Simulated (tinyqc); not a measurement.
Inside a calculation. Model: thin-film transistor with exponential tail and deep states, accumulation layer.

Numbers from tinyqc (`OMP_NUM_THREADS=1 python tinyqc.py 2610005 2610006 out.jsonl`; about 0.02 s on one thread of a shared Intel Xeon 2.30GHz). Printed values are rounded.

An undoped film in accumulation, thicker than the space-charge layer. With band bending psi the Fermi level lies E0 - psi below the band edge. Free electrons n = n0 exp(psi/Vt) carry the current; electrons in two exponential distributions of traps, a = a0 exp(psi/Va) and d = d0 exp(psi/Vp), do not. Linear regime, ohmic contacts, traps in equilibrium.

Parameters, values chosen for the exercise; values close to those of an organic semiconductor: temperature T = 270 K; relative permittivity of the semiconductor eps_r = 3.2; density of extended states Nc = 1.1e20 cm^-3; band mobility mb = 3.5 cm^2/(V s); total density of tail states Nt = 8.1e19 cm^-3; characteristic temperature of the tail Tt = 400 K; total density of deep states Nd = 2.9e17 cm^-3; characteristic temperature of the deep states Td = 1190 K; bulk Fermi level below the band edge E0 = 0.63 eV; gate capacitance Ci = 12 nF/cm^2; ratio W/L WL = 20; drain voltage Vd = 0.05 V; gate voltage above flat band Vg = 16 V.

Constants: q = 1.602176634e-19 C, kB = 1.380649e-23 J/K, Vt = kB T/q, eps0 = 8.8541878128e-14 F/cm where lengths are in cm. Results are converted to the units shown.

Range of the model: The th form assumes a Fermi level far below the band edge; at the surface it overcounts the filled tail by a factor of about 1.2.

## Bulk densities

Va = kB Tt/q, Vp = kB Td/q; n0 = Nc exp(-E0/Vt), a0 = Nt th(T/Tt) exp(-E0/Va), d0 = Nd th(T/Td) exp(-E0/Vp), th(x) = pi x/sin(pi x).

Va = 0.0344693 V
Vp = 0.102546 V
th(T/Tt) = 2.48707
n0 = 1.91386e8 cm^-3
a0 = 2.32553e12 cm^-3
d0 = 6.78735e14 cm^-3

## Iteration 1: surface potential by Newton steps

psi at the start = 0.38 V

Va = kB Tt/q, Vp = kB Td/q. G(psi) = sum over the three kinds of c0 [V (exp(psi/V) - 1) - psi], field F = sqrt(2 q G/(eps0 eps_r)); Vg = psi + eps0 eps_r F/Ci at the surface. f = psi + eps0 eps_r F/Ci - Vg, f' = 1 + q rho/(Ci F) with rho = sum c0 (exp(psi/V) - 1); psi(new) = psi - f/f'.

F = 91.9466 kV/cm
f = -13.4490 V
f' = 25.9703
psi after iteration 1 = 0.897861 V

## Iteration 2: surface potential by Newton steps

As before.

F = 5.54953e5 kV/cm
f = 13088.0 V
f' = 2.76052e5
psi after iteration 2 = 0.850450 V

The value that enters this step is an overshoot, farther from the solution than the start was, so its intermediate quantities are not physical.

## Course of the iteration: surface potential by Newton steps

Stop when psi changes by less than 1e-10 V, or after 30 iterations. psi must stay between 0 and 5 V.

Course of the iteration:
```
iteration   psi (V)  |change| (V)
1          0.897861         0.518
2          0.850450        0.0474
3          0.802326        0.0481
4          0.753036        0.0493
5          0.702114        0.0509
6          0.649770        0.0523
7          0.598661        0.0511
8          0.556151        0.0425
9          0.532138        0.0240
10         0.526230       5.91e-3
11         0.525940       2.90e-4
12         0.525939       6.55e-7
13         0.525939      3.33e-12
```

Converged in 13 iterations. At the end the number of correct digits about doubles with each step.

## Free and total charge, current

psi_s = 0.525939 V

Va = kB Tt/q, Vp = kB Td/q. G(psi) = sum over the three kinds of c0 [V (exp(psi/V) - 1) - psi], field F = sqrt(2 q G/(eps0 eps_r)); Vg = psi + eps0 eps_r F/Ci at the surface. Total charge Q = Ci (Vg - psi_s); free charge Qf = q times the integral of n0 (exp(psi/Vt) - 1)/F over psi from 0 to psi_s; I = (W/L) mb Qf Vd; effective mobility mb Qf/Q.

surface densities (cm^-3): free 1.25606e18, tail 9.84160e18, deep 1.14580e17
Q = 185.689 nC/cm^2
Qf = 10.6800 nC/cm^2
effective mobility = 0.201305 cm^2/(V s)
I = 37.3801 nA

5.75 % of the induced charge is free, against 11.2 % of the electrons right at the surface.
